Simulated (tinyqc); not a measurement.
Worked calculation: capillary instabilities by surface diffusion: grooving and agglomeration of films, edge retraction, wire break-up and smoothing of roughness. Computed by tinyqc, a small Python program that keeps every step. Command: `OMP_NUM_THREADS=1 python tinyqc.py 3007466 3007467 out.jsonl dewet walk`. One thread of a shared host (Intel(R) Xeon(R) Processor @ 2.30GHz), about 0.01 s of CPU time with the checks. Intermediate numbers are printed to about 6 digits and carried at full precision; extremes and crossings named in words are read from the listed rows.

Isotropic surface energy; shapes change by surface diffusion alone.

Inputs (values chosen for the exercise, of the order of those of a gold film):
```
quantity                                value        unit
surface energy gamma_s                   1.41       J/m^2
grain-boundary energy gamma_b             0.7       J/m^2
interface energy gamma_i                  1.1       J/m^2
contact angle on the substrate theta      115     degrees
atomic volume Omega                        17  angstrom^3
surface sites nu                           12      1/nm^2
prefactor D0                          5.9e-06       m^2/s
activation energy Q                     0.926          eV
temperature T                             965           K
time t                                   2500           s
film thickness h                           44          nm
grain radius R                            180          nm
wire radius r                             5.3          nm
initial ripple over radius               0.05           -
roughness wavelength lambda                29          nm
```

Grooves: at the surface and the interface.

Constants: k_B = 8.617333262e-05 eV/K; k_B = 1.380649e-23 J/K.

## The Mullins constant

B = D_s nu gamma_s Omega^2/(k_B T), D_s = D0 exp(-Q/(k_B T)).

D_s = 8.60506e-11 m^2/s

B = 3.15821e+07 nm^4/s

length (B t)^(1/4) = 530.085 nm

Lengths grow as t^(1/4): doubling one takes 16 times as long, or roughly 360 K more.

## Will grooves cut through?

Groove angle beta: sin(beta) = gamma_b/(2 gamma). For circular grains of radius R with spherical caps the groove ends (measured from the mean surface) at the depth R g(beta), g = (2 - 3 cos beta + cos^3 beta)/(3 sin^3 beta). The film parts if R [g(beta_s) + g(beta_i)] > h.

beta_s = 14.3726 degrees

beta_i = 18.5530 degrees

sum of g = 0.145771

critical R/h = 6.86006

final depth over h = 0.596337

The grooves stop short by this estimate; triple junctions groove deeper and may still open.

## Groove growth in time

Mullins' isolated groove: depth below the flat surface d = 0.780 m (B t)^(1/4), m = tan(beta_s), width between the ridges 4.6 (B t)^(1/4); time to reach h: (h/(0.780 m))^4/B.

groove depth = 105.949 nm

groove width = 2438.39 nm

time to reach the substrate = 74.3628 s

Caution: this depth exceeds the film thickness, so the isolated-groove formula no longer applies. Caution: the grooves of neighbouring boundaries overlap, so the depth levels off at its final value. Caution: the grains are too small for the surface groove ever to reach the depth h.

## Retraction of a straight edge

A rim shaped as a circular segment with contact angle theta holds the area h x; its radius r obeys r^2 (theta - sin theta cos theta) = h x. To advance, the edge must carry a strip of the rim height H = r (1 - cos theta) over the rim, driven by the curvature 1/r over the distance r theta (the scaling argument of Brandon and Bradshaw): H dx/dt = B/(theta r^2) gives x^(5/2) = (5/2) B t c^(3/2)/(theta (1 - cos theta) h^(3/2)), c = theta - sin theta cos theta.

retraction x = 3774.39 nm

rim height H = 374.995 nm

present speed = 0.603902 nm/s

The rim is 8.5 times the film thickness. x goes as t^(2/5) h^(-3/5): thin films retract faster.

## Break-up of a free wire

A wire with r + A cos(k z) has dA/dt = (B/r^4) (kr)^2 [1 - (kr)^2] A: unstable for wavelengths above 2 pi r, fastest at kr = 1/sqrt 2 with the rate B/(4 r^4); break-up time about (4 r^4/B) ln(r/A0); each wavelength makes a sphere of radius (3 r^2 lambda_m/4)^(1/3).

fastest wavelength = 47.0946 nm

break-up time = 2.99381e-04 s

radius of the spheres = 9.97381 nm

t over the break-up time = 8.35055e+06

The wire breaks up within t. Caution: faceting can stabilise wires along low-index directions.

## Smoothing against break-up

Roughness of wavelength lambda on a flat face decays as exp[-B (2 pi/lambda)^4 t]; the smoothing time is that for a factor e^3.

Times (s); the last column is (h/(0.780 tan beta_s))^4/B:
```
T (K)   B (nm^4/s)    smoothing  wire break-up  groove to depth h
820    5.18790e+06  2.62423e-04     0.00182253            452.695
868    1.01160e+07  1.34581e-04     0.00093467            232.160
917    1.85548e+07  7.33733e-05     0.00050958            126.573
965    3.15821e+07  4.31074e-05     0.00029938             74.363
1013   5.09933e+07  2.66981e-05     0.00018542             46.056
1062   7.93523e+07  1.71567e-05     0.00011915             29.596
1158   1.68375e+08  8.08569e-06     0.00005616             13.948
```

All times share 1/B, so their ratios do not depend on T: break-up over smoothing is 6.9. On a flat face this roughness is smoothed before the wire breaks, but by less than a factor 10. Smoothing is safe for lambda well below 2 pi r, above which a ripple along the wire grows instead. B spans 1.5 decades over these rows.

Checks made by the program: g against the volume of a spherical cap (relative difference below 1e-10).
